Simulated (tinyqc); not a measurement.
# From one set of inputs to another, one input at a time

Model: grain growth, pinning, strength and diffusional creep of a polycrystal or thin film. Computed by tinyqc, a small Python program. Command: `OMP_NUM_THREADS=1 python tinyqc.py 3023391 3023392 out.jsonl grain ladder`. One thread of a shared host (Intel(R) Xeon(R) Processor @ 2.30GHz), about 0.01 s of CPU time with the checks.

One mean grain size d describes the structure.

The inputs printed are set A. Set A is modelled on tungsten; the values taken over come from a set modelled on polycrystalline silicon. Inputs not listed in the table keep their values of set A, so the rows need not describe a real material.

Inputs (values chosen for the exercise, modelled on tungsten): shear modulus G = 159 GPa; Burgers vector b = 2.741 angstrom; atomic volume Omega = 15.85 angstrom^3; boundary energy gamma = 1 J/m^2; mobility prefactor M0 = 8.3e-06 m^4/(J s); activation energy of boundary motion Q_m = 4.33 eV; anneal temperature T = 1899 K; anneal time t = 860 s; initial grain size d0 = 22 nm; particle volume fraction f = 0.0044; particle radius r = 3.1 nm; friction stress sigma_0 = 670 MPa; Hall-Petch slope k_y = 0.7 MPa m^0.5; lattice diffusion energy Q_l = 5.77 eV; boundary diffusion energy Q_b = 3.83 eV; lattice prefactor D0 = 0.00017 m^2/s; boundary prefactor delta D0b = 1.2e-15 m^3/s; applied stress sigma = 46 MPa; service temperature T_c = 1204 K.

Sample: bulk.

Constants: k_B = 8.617333262e-05 eV/K; k_B = 1.380649e-23 J/K.

Method:
- M = M0 exp(-Q_m/(k_B T)). The driving pressure is 2 gamma/d. Zener pinning pressure 3 f gamma/(2 r) stops growth at d_Z = 4 r/(3 f). The limit is d_lim = d_Z.
- dd/dt = 2 M gamma (1/d - 1/d_lim) integrates to 2 M gamma t = d_lim (d0 - d) + d_lim^2 ln[(d_lim - d0)/(d_lim - d)]; without pinning d^2 = d0^2 + 4 M gamma t.
- Hall-Petch term k_y/sqrt(d). Orowan term 3.06 x 0.4 G b ln(2 rbar/b)/(pi lambda sqrt(1 - nu)) with nu = 1/3, rbar = sqrt(2/3) r, lambda = rbar (sqrt(pi/f) - 2). The terms are added to sigma_0.
- Nabarro-Herring rate = 14 sigma Omega D_l/(k_B T d^2), D_l = D0 exp(-Q_l/(k_B T)); Coble rate = 14 pi sigma Omega delta D_b/(k_B T d^3), delta D_b = delta D0b exp(-Q_b/(k_B T)); they are equal at d_x = pi delta D_b/D_l.

Each row keeps all changes above it:
```
input moved                                       from       to  yield stress (MPa)  Coble rate (1/s)  Orowan term (MPa)
set A                                                -        -                2981         1.065e-11              969.2
shear modulus G (GPa)                              159     67.6                2423         1.065e-11              412.1
particle radius r (nm)                             3.1      4.3                2321         9.689e-12              330.4
activation energy of boundary motion Q_m (eV)     4.33      3.4                1614         9.727e-14              330.4
service temperature T_c (K)                       1204      621                1614         1.678e-28              330.4
boundary energy gamma (J/m^2)                        1      0.6                1615         1.693e-28              330.4
mobility prefactor M0 (m^4/(J s))              8.3e-06  5.3e-07                1797         8.055e-28              330.4
boundary diffusion energy Q_b (eV)                3.83     2.61                1797         6.414e-18              330.4
```

Yield stress goes from 2980 to 1800, a factor 0.603 in all. The largest single move comes from activation energy of boundary motion Q_m (a factor 0.695), and mobility prefactor M0 works against it (a factor 1.11). Coble rate goes from 1.06e-11 to 6.41e-18, a factor 6.02e-7 in all. The largest single move comes from service temperature T_c (a factor 1.72e-15), and boundary diffusion energy Q_b works against it (a factor 7.96e9). Orowan term goes from 969 to 330, a factor 0.341 in all. The largest single move comes from shear modulus G (a factor 0.425). The single moves hold for this order of the switches; the total does not depend on the order.

Extremes, crossings and ranges named in words are read from the listed rows.
